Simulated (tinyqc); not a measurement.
Empty-lattice bands from Gamma to A: Brillouin zone and empty-lattice bands of the hcp structure.

Primitive vectors a1 = a (1,0,0), a2 = a (-1/2, sqrt3/2, 0), a3 = (0,0,c); atoms at 0 and a1/3 + 2 a2/3 + a3/2. Reciprocal vectors obey a_i.b_j = 2 pi delta_ij; k is given in units of 2 pi/a. Empty-lattice levels are c0 (2 pi/a)^2 |k + G|^2, c0 = hbar^2/2m0. Points: M = (1/2, 1/(2 sqrt3), 0), K = (2/3, 0, 0), A = (0, 0, a/2c), L = M + A, H = K + A.

Constants: hbar^2/2m0 = 3.80998211 eV angstrom^2.

Inputs chosen for the exercise (out of a larger set: lattice near that of Zn; not measured data): a = 2.687 angstrom (lattice constant); ca = 1.852 (c/a).

k = f x A; the eight lowest levels, degenerate ones repeated.

Levels (eV):
```
f         1     2      3      4      5      6      7      8
0.000  0.00  6.07   6.07  24.30  24.30  27.78  27.78  27.78
0.167  0.04  5.10   7.13  22.31  26.36  27.82  27.82  27.82
0.333  0.17  4.22   8.27  20.41  27.95  27.95  27.95  27.95
0.500  0.38  3.42   9.49  18.60  28.16  28.16  28.16  28.16
0.667  0.67  2.70  10.80  16.87  28.45  28.45  28.45  28.45
0.833  1.05  2.07  12.19  15.23  28.83  28.83  28.83  28.83
1.000  1.52  1.52  13.67  13.67  29.30  29.30  29.30  29.30
```

Band 1 is the parabola f^2 x 1.52 eV. The next levels start from the first shell of G at 6.07 eV; a branch falls at first if its G has a component against k, and branches cross. The second level ends at 1.52 eV and meets band 1 at the zone surface.

Run: tinyqc, `OMP_NUM_THREADS=1 python tinyqc.py 1850383 1850384 out.jsonl`; Intel(R) Xeon(R) Processor @ 2.30GHz, one thread, shared host; about 0.01 s of CPU time with all checks.
